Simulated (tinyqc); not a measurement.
From results back to parameters: two-band k.p model of the Delta valleys near the X point under shear strain. Three cases, with inputs chosen for the exercise.

Problem. Under a shear strain exy (|eta| < 1) the valley on the [001] axis has ml(eta) = ml/(1 - eta^2), 1/m[110] = 1/mt + eta/Mp and 1/m[1-10] = 1/mt - eta/Mp with Mp > 0, eta = D exy/Delta, Delta = 2 c k0^2/ml, k0 = kx0 2 pi/a, c = hbar^2/2m0.

Constants: hbar^2/2m0 = 3.80998211 eV angstrom^2.

Find: mt; eta; Mp; D.

Method. The mean of the two inverse transverse masses is 1/mt; eta^2 = 1 - ml/ml(eta), with the sign of 1/m[110] - 1/m[1-10] = 2 eta/Mp, which then gives Mp; D = eta Delta/exy.

Case 1.

Values chosen (near those of Si; not measured data): a = 5.445 angstrom (lattice constant); ml = 0.934 m0 (longitudinal mass); kx0 = 0.147 2 pi/a (distance of the minimum from X); exy = -0.0023 (shear strain).

m[110], m[1-10], ml(eta) (m0): 0.21835479  0.17615845  0.94964407

Solution.

mt = 0.195 m0
eta = -0.1283
Mp = 0.234 m0
D = 13.1 eV

Case 2.

Values chosen (near those of Si; not measured data): a = 5.425 angstrom (lattice constant); ml = 0.892 m0 (longitudinal mass); kx0 = 0.146 2 pi/a (distance of the minimum from X); exy = 0.0029 (shear strain).

m[110], m[1-10], ml(eta) (m0): 0.16696340  0.22312127  0.92243741

Solution.

mt = 0.191 m0
eta = 0.1816
Mp = 0.241 m0
D = 15.3 eV

Case 3.

Values chosen (near those of Si; not measured data): a = 5.444 angstrom (lattice constant); ml = 0.939 m0 (longitudinal mass); kx0 = 0.149 2 pi/a (distance of the minimum from X); exy = 0.013 (shear strain).

m[110], m[1-10], ml(eta) (m0): 0.12181533  0.60861699  2.21015664

Solution.

mt = 0.203 m0
eta = 0.7584
Mp = 0.231 m0
D = 14.0 eV

Computed by tinyqc, one run a case: `OMP_NUM_THREADS=1 python tinyqc.py N N+1 out.jsonl` with N = 1050109, 1050130, 1050144; one thread of a shared Intel(R) Xeon(R) Processor @ 2.30GHz, about 0.01 s a run at most.
